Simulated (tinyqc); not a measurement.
## Gated graphene, quantum capacitance: effect of the temperature

phi is the Fermi level above the Dirac point, in volts; Vg is counted from the gate voltage of charge neutrality. Ideal linear bands, no charge puddles.

N0 = (2/pi)(kB T/(hbar vF))^2; n = N0 F1(phi/Vt), p = N0 F1(-phi/Vt), F1(e) = int_0^infinity u du/(1 + exp(u - e)) = -Li2(-exp(e)); Cq = q d(n - p)/dphi = (q N0/Vt) ln[2 (1 + cosh(phi/Vt))]. Cox = eps0 eox/tox; Vg = phi + q (n - p + Dit phi)/Cox. 1/C_G = 1/Cox + 1/(Cq + q Dit); dphi/dVg = Cox/(Cox + Cq + q Dit).

Parameters, values chosen for the exercise; values close to those of graphene: relative permittivity of the gate insulator (close to silicon dioxide) eox = 3.9; insulator thickness tox = 9.1 nm; Fermi velocity vF = 1.04e6 m/s; density of traps Dit = 0 cm^-2 eV^-1; gate voltage Vg = -0.54 V.

Constants: q = 1.602176634e-19 C, kB = 1.380649e-23 J/K, hbar = 1.054571817e-34 J s, Vt = kB T/q, eps0 = 8.8541878128e-14 F/cm where lengths are in cm. Results are converted to the units shown.

The same in every row: Cox (uF/cm^2) = 0.3795.

Effect of the temperature:

| T (K) | phi (V) | n - p (cm^-2) | Cq (uF/cm^2) | C_G (uF/cm^2) | dphi/dVg | n + p (cm^-2) |
|---|---|---|---|---|---|---|
| 50 | -0.1207 | -9.932e11 | 2.626 | 0.3316 | 0.1262 | 9.932e11 |
| 77 | -0.1204 | -9.939e11 | 2.620 | 0.3315 | 0.1265 | 9.939e11 |
| 120 | -0.1196 | -9.957e11 | 2.603 | 0.3312 | 0.1272 | 9.957e11 |
| 200 | -0.1173 | -1.001e12 | 2.554 | 0.3304 | 0.1293 | 1.001e12 |
| 300 | -0.1128 | -1.012e12 | 2.470 | 0.3289 | 0.1332 | 1.014e12 |
| 400 | -0.1068 | -1.026e12 | 2.391 | 0.3275 | 0.1370 | 1.040e12 |
| 500 | -0.09978 | -1.043e12 | 2.348 | 0.3267 | 0.1391 | 1.091e12 |

As T goes from 50 to 500, Cq falls from 2.63 to 2.35 uF/cm^2, C_G/Cox falls from 0.874 to 0.861 and n - p falls from -9.93e11 to -1.04e12 cm^-2. Cq exceeds Cox in every row, so the insulator is the tighter limit, though Cq still cuts C_G by up to 14 %.

Program tinyqc, `OMP_NUM_THREADS=1 python tinyqc.py 2200103 2200104 out.jsonl`; Intel Xeon 2.30GHz, shared host, one thread, about 0.01 s.
